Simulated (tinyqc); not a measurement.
MOS structure on a p-type body, non-linear Poisson equation by Newton steps: effect of the acceptor density deep in the body on threshold, swing and body effect.

One dimension, insulator interface at x = 0, acceptor density Na, uniform, net doping C = -(acceptor density). psi is counted from the intrinsic level: n = ni exp((psi - Vb)/Vt), p = ni exp(-psi/Vt); deep in the body psi_b = -Vt ln(Na/ni). The gate acts through Cox = eps0 eox/tox and has the potential psi_G = Vg - (phiM - chi - Vt ln(Nc/ni)). Boltzmann statistics, full ionisation, classical densities, no oxide or interface charge.

ni = sqrt(Nc Nv) exp(-Eg/(2 Vt)), Eg in volts. The Poisson equation d/dx(eps0 eps_r dpsi/dx) = -q (p - n + C), with eps0 eps_r dpsi/dx = -Cox (psi_G - psi_0) at x = 0, is solved on a mesh of about 600 nodes or more. N_inv is the integral of n less its value deep in the body. VT is the Vg at which N_inv = 2e11 cm^-2. m = 1/(dpsi_0/dVg) at N_inv = 1e8 cm^-2; the swing is the Vg between N_inv = 1e8 and 1e9 cm^-2; body coefficient [VT(Vb + 0.05 V) - VT(Vb)]/0.05 V - 1.

Values chosen for this exercise; band and dielectric values close to those of silicon: temperature T = 400 K; band gap Eg = 1.1 eV; relative permittivity eps_r = 11.7; conduction-band density of states at T Nc = 4.25e19 cm^-3; valence-band density of states at T Nv = 4.08e19 cm^-3; electron affinity chi = 4.01 eV; relative permittivity of the gate insulator (close to silicon dioxide) eox = 3.9; insulator thickness tox = 4.7 nm; gate work function phiM = 4.3 eV; electron quasi-Fermi potential against the body Vb = 0 V.

Constants: q = 1.602176634e-19 C, kB = 1.380649e-23 J/K, Vt = kB T/q, eps0 = 8.8541878128e-14 F/cm where lengths are in cm. Results are converted to the units shown.

Effect of the acceptor density deep in the body on threshold, swing and body effect:
```
Na (cm^-3),VT (V),psi_0 - psi_b at VT (V),m - 1,swing (mV/decade),body coefficient
7e16,0.370,0.743,0.158,95.3,0.148
1e17,0.412,0.761,0.185,97.3,0.170
1.5e17,0.471,0.782,0.221,100,0.200
2.2e17,0.537,0.802,0.262,103,0.234
3.2e17,0.615,0.821,0.310,107,0.274
4.8e17,0.717,0.842,0.371,112,0.326
7e17,0.832,0.862,0.440,117,0.385
```

Read the table: what changes, and by how much?

As Na goes from 7e16 to 7e17, VT rises from 0.370 to 0.832 V, the swing rises from 95.3 to 117 mV/decade and the body coefficient rises from 0.148 to 0.385. The swing stays within 3.7 % of m Vt ln 10, and the body coefficient within 0.055 of m - 1.

tinyqc, about 0.3 s, one thread, Intel Xeon 2.30GHz (shared host): `OMP_NUM_THREADS=1 python tinyqc.py 2080026 2080027 out.jsonl`
